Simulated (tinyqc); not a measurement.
Strain-driven roughening and islands of a mismatched epitaxial film: one step, computed by the program tinyqc. Command: `OMP_NUM_THREADS=1 python tinyqc.py 3030425 3030426 out.jsonl island walk`. One thread of a shared host (Intel(R) Xeon(R) Processor @ 2.30GHz), about 0.01 s of CPU time with the checks.

Film and substrate share isotropic elastic constants; the film is coherent and biaxially strained.

Question. A ripple of given wavelength. A ripple A cos(k x) has the surface chemical potential per volume [gamma k^2 - 2 (1 + nu) w k] A cos(k x), so k_c = 2 (1 + nu) w/gamma. With surface diffusion the amplitude grows at the rate q = B k^2 [2 (1 + nu) w k - gamma k^2], fastest at k_m = (3/4) k_c. B is the surface mobility. Stress at the trough = stress x (1 + 2 k A).

Inputs (values chosen for the exercise, for a model film): Poisson ratio nu = 0.25; surface energy gamma = 1.13 J/m^2; surface mobility D_s nu_s Omega^2/(k_B T) = 9.2e-35 m^6/(J s); initial ripple amplitude A0 = 0.17 nm; ripple wavelength over the critical one = 1.9.

Transport: surface diffusion.

k_c = 0.3714095 1/nm

energy density w = 167.8771 MJ/m^3

growth time 1/q at k_m = 4.792895 s

Give: k; rate q; q over the largest rate; stress concentration at A0.

Answer.

k = 0.1955 1/nm

rate q = 0.1366 1/s

q over the largest rate = 0.6548

stress concentration at A0 = 1.066

The ripple grows.
